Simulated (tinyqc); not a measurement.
Bandgap voltage reference from two bipolar transistors: one step of the calculation.

Two transistors of area 1 and N carry the same current I. Is(T) = Is (T/T0)^eta exp[(Vg0 q/kB)(1/T0 - 1/T)], VBE1 = Vt ln(I/Is(T)) + I rb, VBE2 = Vt ln(I/(N Is(T))) + I rb/N. The amplifier forces I R1(T) = VBE1 - VBE2 + Vos, with R(T) = R (1 + tc (T - T0)) for both resistors, and the output is Vref = VBE1 + I R2(T). Base currents and the Early effect are neglected.

Problem. Operating point at another temperature. Vt = kB T/q; I = (Vt ln N + Vos)/(R1(T) - rb (1 - 1/N)).

Values chosen for this exercise; values of the order met in silicon bipolar transistors: reference temperature T0 = 300 K; band-gap voltage extrapolated to 0 K Vg0 = 1.196 V; temperature exponent of the saturation current eta = 3.3; saturation current of the unit transistor at T0 Is = 1.4e-18 A; area ratio of the second transistor N = 24; resistor across which the difference of VBE falls, at T0 R1 = 16 kohm; temperature coefficient of both resistors tc = 0 ppm/K; offset of the amplifier Vos = 0 mV; series resistance of the unit transistor rb = 0 ohm; output resistor at T0 R2 = 93.9 kohm; temperature T = 233 K.

Constants: q = 1.602176634e-19 C, kB = 1.380649e-23 J/K. Results are converted to the units shown.

Wanted: Vt; I; Is(T); VBE1; I R2; Vref.

Solution.

Vt = 0.02008 V
I = 3.988 uA
Is(T) = 1.015e-24 A
VBE1 = 0.8597 V
I R2 = 0.3745 V
Vref = 1.234 V

From T0 to T, VBE1 changes by 112 mV and I R2 by -108 mV, which leaves 4.06 mV in Vref.

Computed by the program tinyqc: `OMP_NUM_THREADS=1 python tinyqc.py 2062017 2062018 out.jsonl`, one thread of a shared Intel Xeon 2.30GHz, about 0.03 s for the whole run.
